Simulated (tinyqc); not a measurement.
Worked calculation: CCD on RHF in the cc-pvdz basis, for He, spin multiplicity 1. Computed by tinyqc, a small Python program that keeps every step (integrals from PySCF). Settings: charge = 0, multiplicity = 1, basis = cc-pvdz, method = RHF, energy threshold = 1e-10, iteration cap = 61, orthogonalisation = symmetric, start = Wolfsberg-Helmholz matrix, DIIS depth = 6, amplitude equations = CCD, DIIS depth for amplitudes = 6, cap on updates = 85. Command: `OMP_NUM_THREADS=1 python tinyqc.py 27735 27736 out.jsonl` (the two numbers bound the seeds that draw the settings). One thread of a shared host (Intel(R) Xeon(R) Processor @ 2.60GHz), about 0.05 s of CPU time with the checks. Later iterations appear only in the table of the cycle.

## One-electron integrals

Geometry (angstrom):
```
atom         x         y         z
He    0.000000  0.000000  0.000000
```

Basis cc-pvdz: exponents (1/bohr^2) and contraction coefficients of normalised primitives:
```
element  l (shell)   exponent  coefficient
He           s (1)  38.360000     0.040176
He           s (1)   5.770000     0.261368
He           s (1)   1.240000     0.793071
He           s (2)   0.297600     1.000000
He           p (3)   1.275000     1.000000
```

Overlap, kinetic and nuclear-attraction integrals over the contracted functions; the nuclear repulsion is the sum of Za Zb / Rab.

nuclear repulsion = 0 hartree

overlap S:
```
           1He 1s    1He 2s   1He 2px   1He 2py   1He 2pz
1He 1s   1.000000  0.634168  0.000000  0.000000  0.000000
1He 2s   0.634168  1.000000  0.000000  0.000000  0.000000
1He 2px  0.000000  0.000000  1.000000  0.000000  0.000000
1He 2py  0.000000  0.000000  0.000000  1.000000  0.000000
1He 2pz  0.000000  0.000000  0.000000  0.000000  1.000000
```

kinetic energy T (hartree):
```
           1He 1s    1He 2s   1He 2px   1He 2py   1He 2pz
1He 1s   2.922435  0.466660  0.000000  0.000000  0.000000
1He 2s   0.466660  0.446400  0.000000  0.000000  0.000000
1He 2px  0.000000  0.000000  3.187500  0.000000  0.000000
1He 2py  0.000000  0.000000  0.000000  3.187500  0.000000
1He 2pz  0.000000  0.000000  0.000000  0.000000  3.187500
```

nuclear attraction V (hartree):
```
            1He 1s     1He 2s    1He 2px    1He 2py    1He 2pz
1He 1s   -4.802688  -2.012449   0.000000   0.000000   0.000000
1He 2s   -2.012449  -1.741071   0.000000   0.000000   0.000000
1He 2px   0.000000   0.000000  -2.402503   0.000000   0.000000
1He 2py   0.000000   0.000000   0.000000  -2.402503   0.000000
1He 2pz   0.000000   0.000000   0.000000   0.000000  -2.402503
```

core Hamiltonian H = T + V (hartree):
```
            1He 1s     1He 2s   1He 2px   1He 2py   1He 2pz
1He 1s   -1.880253  -1.545789  0.000000  0.000000  0.000000
1He 2s   -1.545789  -1.294671  0.000000  0.000000  0.000000
1He 2px   0.000000   0.000000  0.784997  0.000000  0.000000
1He 2py   0.000000   0.000000  0.000000  0.784997  0.000000
1He 2pz   0.000000   0.000000  0.000000  0.000000  0.784997
```

## Two-electron integrals

Functions are numbered as in S; the eight-fold symmetry (ij|kl) = (ji|kl) = (kl|ij) leaves the list below.

Two-electron integrals (ij|kl) in chemists' order, unique and non-zero (hartree):
```
(11|11) 1.543036   (21|11) 0.784979   (21|21) 0.426774   (22|11) 0.803460
(22|21) 0.475908   (22|22) 0.615562   (31|31) 0.177307   (32|31) 0.142524
(32|32) 0.130008   (33|11) 1.099799   (33|21) 0.627782   (33|22) 0.734404
(33|33) 1.040531   (41|41) 0.177307   (42|41) 0.142524   (42|42) 0.130008
(43|43) 0.063706   (44|11) 1.099799   (44|21) 0.627782   (44|22) 0.734404
(44|33) 0.913119   (44|44) 1.040531   (51|51) 0.177307   (52|51) 0.142524
(52|52) 0.130008   (53|53) 0.063706   (54|54) 0.063706   (55|11) 1.099799
(55|21) 0.627782   (55|22) 0.734404   (55|33) 0.913119   (55|44) 0.913119
(55|55) 1.040531
```

## Orthogonalisation

S = U s U^T; symmetric (Loewdin) form X = U s^(-1/2) U^T, so that X^T S X = 1.

eigenvalues of S: 0.365832  1.000000  1.000000  1.000000  1.634168

X:
```
            1He 1s     1He 2s   1He 2px   1He 2py   1He 2pz
1He 1s    1.217794  -0.435533  0.000000  0.000000  0.000000
1He 2s   -0.435533   1.217794  0.000000  0.000000  0.000000
1He 2px   0.000000   0.000000  1.000000  0.000000  0.000000
1He 2py   0.000000   0.000000  0.000000  1.000000  0.000000
1He 2pz   0.000000   0.000000  0.000000  0.000000  1.000000
```

## Starting guess

The start is the generalised Wolfsberg-Helmholz matrix (K = 1.75) built on H; D = 2 C_occ C_occ^T.

D at the start:
```
           1He 1s    1He 2s   1He 2px   1He 2py   1He 2pz
1He 1s   1.028068  0.541462  0.000000  0.000000  0.000000
1He 2s   0.541462  0.285177  0.000000  0.000000  0.000000
1He 2px  0.000000  0.000000  0.000000  0.000000  0.000000
1He 2py  0.000000  0.000000  0.000000  0.000000  0.000000
1He 2pz  0.000000  0.000000  0.000000  0.000000  0.000000
```

## Iteration 1: building the Fock matrix

J_ij = sum D_kl (ij|kl), K_ij = sum D_kl (ik|jl); F = H + J - 0.5 K; E = tr D H + tr D J / 2 - 0.25 tr D K + E_nn.

Coulomb J (hartree):
```
           1He 1s    1He 2s   1He 2px   1He 2py   1He 2pz
1He 1s   2.665547  1.404894  0.000000  0.000000  0.000000
1He 2s   1.404894  1.516928  0.000000  0.000000  0.000000
1He 2px  0.000000  0.000000  2.019943  0.000000  0.000000
1He 2py  0.000000  0.000000  0.000000  2.019943  0.000000
1He 2pz  0.000000  0.000000  0.000000  0.000000  2.019943
```

exchange K (hartree):
```
           1He 1s    1He 2s   1He 2px   1He 2py   1He 2pz
1He 1s   2.558125  1.608855  0.000000  0.000000  0.000000
1He 2s   1.608855  1.129669  0.000000  0.000000  0.000000
1He 2px  0.000000  0.000000  0.373701  0.000000  0.000000
1He 2py  0.000000  0.000000  0.000000  0.373701  0.000000
1He 2pz  0.000000  0.000000  0.000000  0.000000  0.373701
```

Fock matrix F (hartree):
```
            1He 1s     1He 2s   1He 2px   1He 2py   1He 2pz
1He 1s   -0.493768  -0.945322  0.000000  0.000000  0.000000
1He 2s   -0.945322  -0.342578  0.000000  0.000000  0.000000
1He 2px   0.000000   0.000000  2.618090  0.000000  0.000000
1He 2py   0.000000   0.000000  0.000000  2.618090  0.000000
1He 2pz   0.000000   0.000000  0.000000  0.000000  2.618090
```

total energy of this density = -2.80262184 hartree

## Iteration 1: diagonalisation and new density

Diagonalise F' = X^T F X, C = X C', fill 1 alpha and 1 beta electrons from the bottom; D = 2 C_occ C_occ^T. Each column has its largest component positive (the first on a tie).

F' = X^T F X (hartree):
```
           1          2         3         4         5
1   0.205526  -1.137663  0.000000  0.000000  0.000000
2  -1.137663   0.401066  0.000000  0.000000  0.000000
3   0.000000   0.000000  2.618090  0.000000  0.000000
4   0.000000   0.000000  0.000000  2.618090  0.000000
5   0.000000   0.000000  0.000000  0.000000  2.618090
```

orbital energies (hartree): MO1 -0.838560, MO2 1.445152, MO3 2.618090, MO4 2.618090, MO5 2.618090

coefficients C:
```
              MO1        MO2       MO3       MO4       MO5
1He 1s   0.602730  -1.144303  0.000000  0.000000  0.000000
1He 2s   0.502538   1.191708  0.000000  0.000000  0.000000
1He 2px  0.000000   0.000000  1.000000  0.000000  0.000000
1He 2py  0.000000   0.000000  0.000000  1.000000  0.000000
1He 2pz  0.000000   0.000000  0.000000  0.000000  1.000000
```

D after iteration 1:
```
           1He 1s    1He 2s   1He 2px   1He 2py   1He 2pz
1He 1s   0.726568  0.605789  0.000000  0.000000  0.000000
1He 2s   0.605789  0.505088  0.000000  0.000000  0.000000
1He 2px  0.000000  0.000000  0.000000  0.000000  0.000000
1He 2py  0.000000  0.000000  0.000000  0.000000  0.000000
1He 2pz  0.000000  0.000000  0.000000  0.000000  0.000000
```

Within a degenerate level the vectors are fixed only up to a rotation; this is one choice.

## Iteration 9 (converged): orbitals

converged F (hartree):
```
            1He 1s     1He 2s   1He 2px   1He 2py   1He 2pz
1He 1s   -0.550426  -0.999872  0.000000  0.000000  0.000000
1He 2s   -0.999872  -0.428819  0.000000  0.000000  0.000000
1He 2px   0.000000   0.000000  2.524372  0.000000  0.000000
1He 2py   0.000000   0.000000  0.000000  2.524372  0.000000
1He 2pz   0.000000   0.000000  0.000000  0.000000  2.524372
```

As before.

F' = X^T F X (hartree):
```
           1          2         3         4         5
1   0.163007  -1.153116  0.000000  0.000000  0.000000
2  -1.153116   0.320286  0.000000  0.000000  0.000000
3   0.000000   0.000000  2.524372  0.000000  0.000000
4   0.000000   0.000000  0.000000  2.524372  0.000000
5   0.000000   0.000000  0.000000  0.000000  2.524372
```

orbital energies (hartree): MO1 -0.914148, MO2 1.397442, MO3 2.524372, MO4 2.524372, MO5 2.524372

coefficients C:
```
              MO1        MO2       MO3       MO4       MO5
1He 1s   0.592616  -1.149573  0.000000  0.000000  0.000000
1He 2s   0.513027   1.187231  0.000000  0.000000  0.000000
1He 2px  0.000000   0.000000  1.000000  0.000000  0.000000
1He 2py  0.000000   0.000000  0.000000  1.000000  0.000000
1He 2pz  0.000000   0.000000  0.000000  0.000000  1.000000
```

D after iteration 9:
```
           1He 1s    1He 2s   1He 2px   1He 2py   1He 2pz
1He 1s   0.702388  0.608056  0.000000  0.000000  0.000000
1He 2s   0.608056  0.526393  0.000000  0.000000  0.000000
1He 2px  0.000000  0.000000  0.000000  0.000000  0.000000
1He 2py  0.000000  0.000000  0.000000  0.000000  0.000000
1He 2pz  0.000000  0.000000  0.000000  0.000000  0.000000
```

Within a degenerate level the vectors are fixed only up to a rotation; this is one choice.

## Convergence

Stop when the energy changes by less than 1e-10 hartree and every element of the error matrix X^T (F D S - S D F) X is below 3e-06.

Course of the cycle:
```
iteration  E (hartree)     change  largest element of the error matrix
1          -2.80262184          -                             4.66e-01
2          -2.85482838  -5.22e-02                             3.76e-02
3          -2.85516047  -3.32e-04                             1.56e-04
4          -2.85516048  -4.54e-09                             7.10e-05
5          -2.85516048  -6.87e-10                             4.59e-05
6          -2.85516048  -2.24e-10                             3.39e-05
7          -2.85516048  -1.00e-10                             2.69e-05
8          -2.85516048  -1.69e-10                             1.96e-08
9          -2.85516048   8.88e-16                             2.84e-11
```

PySCF RHF in the same basis = -2.85516048 hartree

Converged in 9 iterations.

## Populations

Mulliken: Z minus the diagonal of D S on the atom; Loewdin: the same with S^(1/2) D S^(1/2).

Charges (e):
```
atom  Mulliken  Loewdin
1He          0        0
```

## Integrals over molecular orbitals

(pq|rs) = sum C_ip C_jq C_kr C_ls (ij|kl), one index at a time.

one-electron integrals over orbitals h = C^T H C (hartree):
```
           1          2         3         4         5
1  -1.941013   0.316447  0.000000  0.000000  0.000000
2   0.316447  -0.090238  0.000000  0.000000  0.000000
3   0.000000   0.000000  0.784997  0.000000  0.000000
4   0.000000   0.000000  0.000000  0.784997  0.000000
5   0.000000   0.000000  0.000000  0.000000  0.784997
```

Two-electron integrals over orbitals (pq|rs), unique and non-zero (hartree):
```
(11|11) 1.026865    (21|11) -0.316447   (21|21) 0.227505    (22|11) 0.857592
(22|21) -0.255195   (22|22) 0.765495    (31|31) 0.183149    (32|31) -0.025386
(32|32) 0.028529    (33|11) 0.961262    (33|21) -0.230485   (33|22) 0.774953
(33|33) 1.040531    (41|41) 0.183149    (42|41) -0.025386   (42|42) 0.028529
(43|43) 0.063706    (44|11) 0.961262    (44|21) -0.230485   (44|22) 0.774953
(44|33) 0.913119    (44|44) 1.040531    (51|51) 0.183149    (52|51) -0.025386
(52|52) 0.028529    (53|53) 0.063706    (54|54) 0.063706    (55|11) 0.961262
(55|21) -0.230485   (55|22) 0.774953    (55|33) 0.913119    (55|44) 0.913119
(55|55) 1.040531
```

## CCD: starting amplitudes

t_ij^ab = <ij||ab> / (e_i + e_j - e_a - e_b), whose energy is MP2.

Starting amplitudes (spin orbitals 1a, 1b, ...; amplitudes related by a flip of all spins are not repeated):
```
from      to          t
1a 1b  2a 2b  -0.049210
1a 1b  3a 3b  -0.026632
1a 1b  4a 4b  -0.026632
1a 1b  5a 5b  -0.026632
```

correlation energy = -0.02582834 hartree

## CCD: amplitude update 1

t_ij^ab D_ij^ab are set to the remaining terms of the spin-orbital equations, evaluated with the old amplitudes; for the doubles these are <ij||ab> + 1/2 <ab||ef> t_ij^ef + 1/2 <mn||ij> t_mn^ab + P(ij)P(ab) <mb||ej> t_im^ae + terms in t^2, D the orbital-energy denominators.

Amplitudes after update 1 (spin orbitals 1a, 1b, ...; amplitudes related by a flip of all spins are not repeated):
```
from      to          t
1a 1b  2a 2b  -0.061034
1a 1b  3a 3b  -0.031300
1a 1b  4a 4b  -0.031300
1a 1b  5a 5b  -0.031300
```

correlation energy = -0.03108321 hartree

## CCD: convergence

E_corr = 1/4 sum <ij||ab> t_ij^ab; stop when the norm of the change is below 1e-8.

Course of the amplitude iterations:
```
update  correlation energy (hartree)  norm of the change
0                        -0.02582834                   -
1                        -0.03108321            2.86e-02
2                        -0.03215020            6.23e-03
3                        -0.03243502            1.41e-03
4                        -0.03243199            5.05e-05
5                        -0.03243201            1.24e-07
6                        -0.03243201            4.60e-08
7                        -0.03243202            2.83e-08
8                        -0.03243202            2.04e-08
9                        -0.03243202            4.25e-12
```

Converged amplitudes (spin orbitals 1a, 1b, ...; amplitudes related by a flip of all spins are not repeated):
```
from      to          t
1a 1b  2a 2b  -0.064720
1a 1b  3a 3b  -0.032229
1a 1b  4a 4b  -0.032229
1a 1b  5a 5b  -0.032229
```

CCD total energy = -2.88759250 hartree

Converged in 9 updates, with DIIS from the third.
